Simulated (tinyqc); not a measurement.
What the corrections do to the levels: formation energy of a charged point defect from supercell energies. Computed by tinyqc, a small Python program. Command: `OMP_NUM_THREADS=1 python tinyqc.py 3015367 3015368 out.jsonl formation walk`. One thread of a shared host (Intel(R) Xeon(R) Processor @ 2.30GHz), about 0.01 s of CPU time with the checks.

The host is a compound AB. Making the defect adds n_A = -1, n_B = 0, n_X = 1 atoms to the cell. All total energies are inputs. E_F is counted from the valence-band maximum (VBM); x = 0 is A-rich and x = 1 B-rich growth.

Inputs (values chosen for the exercise, for a model compound AB):
```
quantity                      value      unit
gap E_g                        2.08        eV
E_VBM of the host cell        1.421        eV
potential alignment dV       0.0031        eV
dielectric constant eps        10.8         -
cell length L                  14.8  angstrom
mu_A of the pure element     -3.046        eV
formation enthalpy dH of AB   -1.64        eV
growth condition x             0.47         -
mu_X of the pure element       -2.3        eV
formation enthalpy of XB       -1.6        eV
```

Defect: impurity X on an A site. Supercell lattice: bcc.

charge states q: 2  1  0  -1  -2

E(defect, q) - E(host), in the order of q (eV): 0.236  2.974  5.485  8.234  10.74

Constants: e^2/(4 pi eps_0) = 14.39964548 eV angstrom.

Method:
- dmu_A = x dH and dmu_B = (1 - x) dH, so that dmu_A + dmu_B = dH; mu = mu(element) + dmu. The impurity is held at its solubility limit: dmu_X = min(0, dH(XB) - dmu_B).
- The reservoir term is sum n_i mu_i.
- Image-charge correction of a point charge in a neutralising background: E_corr = q^2 alpha e^2/(4 pi eps_0) / (2 eps L), alpha = 2.888462 for a bcc array with L the cube root of the volume.
- E_f(q, E_F) = [E(defect, q) - E(host)] - sum n_i mu_i + q (E_VBM + dV + E_F) + E_corr(q).
- Levels eps(q/q-1) with the terms q dV and E_corr left out or kept.

E_f(q, 0) (eV): (q=+2) 2.81863, (q=+1) 3.74221, (q=0) 4.69900, (q=-1) 6.15401, (q=-2) 7.62623

E_corr (eV): (q=+2) 0.520431, (q=+1) 0.130108, (q=0) 0.000000, (q=-1) 0.130108, (q=-2) 0.520431

Levels above the VBM (eV):
```
level       raw  with alignment  with image charge  with both
(+2/+1)  1.3170          1.3139             0.9267     0.9236
(+1/0)   1.0900          1.0869             0.9599     0.9568
(0/-1)   1.3280          1.3249             1.4581     1.4550
(-1/-2)  1.0850          1.0819             1.4753     1.4722
```

Alignment moves every level by -dV = -0.003 eV. The image term moves eps(q/q-1) by (1 - 2q) E_corr(1): (+2/+1) by -0.390, (+1/0) by -0.130, (0/-1) by +0.130, (-1/-2) by +0.390 eV, donor levels down and acceptor levels up. It adds 2 E_corr(1) = 0.260 eV to every U, which turns an apparent negative U of the raw energies into a positive one. Caution: the largest image-charge correction in these energies, q^2 alpha e^2/(8 pi eps_0 eps L) with alpha = 2.888462, exceeds a quarter of the gap; the point-charge term alone is then a rough estimate, usually too large for a charge that is spread out.

Extremes, crossings and ranges named in words are read from the listed rows.
